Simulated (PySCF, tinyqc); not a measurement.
Orbital energy against energy difference: ionisation energy by orbital energies and by energy differences in the cc-pvdz basis, for H4, spin multiplicity 1. Computed by the program tinyqc with PySCF. The cation is unrestricted; errors are against CCSD(T) in this basis, not against experiment.

Geometry (angstrom):
```
atom       x       y       z
H     0.0000  0.0000  0.0000
H     0.0000  0.0000  0.7170
H     0.0000  0.8900  0.0000
H     0.0000  0.8900  0.7170
```

CCSD(T) difference in the same basis = 9.1182 eV

IP-EOM-CCSD = 9.1299 eV

First vertical ionisation energy (eV):
```
method     -e(HOMO)  E(cation) - E  error of -e(HOMO)  error of the difference
HF           8.9289       8.164716            -0.1892                  -0.9534
LDA          4.4306       9.128928            -4.6876                   0.0108
PBE          4.4595       9.102304            -4.6586                  -0.0159
B3LYP        5.6142       9.265549            -3.5040                   0.1474
PBE0         5.7554       9.076582            -3.3627                  -0.0416
CAM-B3LYP    7.2030       9.198371            -1.9151                   0.0802
LC-wPBE      8.5565       9.106886            -0.5617                  -0.0113
```

What does the comparison show, and why?

Koopmans errs by -0.19 eV and Delta-HF by -0.95 eV: relaxation, 0.76 eV, lowers the value and the missing correlation difference works against it. The PBE level is off by -4.7 eV through the wrong tail of its potential, though its energy difference is off by -0.02 eV; exact exchange deepens the level, and among the orbital energies HF comes closest; among the differences LDA does. The restricted reference is unstable here: a spin-polarised solution lies 0.0021 hartree lower (PySCF), so results built on it describe a poor reference.
